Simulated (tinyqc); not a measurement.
Field, mass and barrier from the scaled variables.

Question. A barrier edge falls as U0 - F x over a width d with F = V/d. With e = (C F^2/m1)^(1/3), C = hbar^2/(2 m0), the Airy arguments at its edges are z1 = (U0 - E)/e and z2 = (U0 - V - E)/e. Find e, m1 and U0.

Parameters, values chosen for the exercise:
- E = 0.6 eV (electron energy)
- d = 0.8 nm (barrier width)
- V = 5.4 V (voltage across the barrier)

Constants: q = 1.602176634e-19 C, hbar = 1.054571817e-34 J s, m0 = 9.1093837015e-31 kg, hbar^2/(2 m0) = 0.0380998212 eV nm^2. Results are converted to the units shown.

z1 and z2: 1.9548111  -1.5874640

Solution. z1 - z2 = V/e gives e, its definition gives m1, and U0 = E + z1 e.

e = 1.524 eV
m1 = 0.4900 m0
U0 = 3.580 eV

Numbers from tinyqc (`OMP_NUM_THREADS=1 python tinyqc.py 2580105 2580106 out.jsonl`; about 0.01 s on one thread of a shared Intel Xeon 2.30GHz).
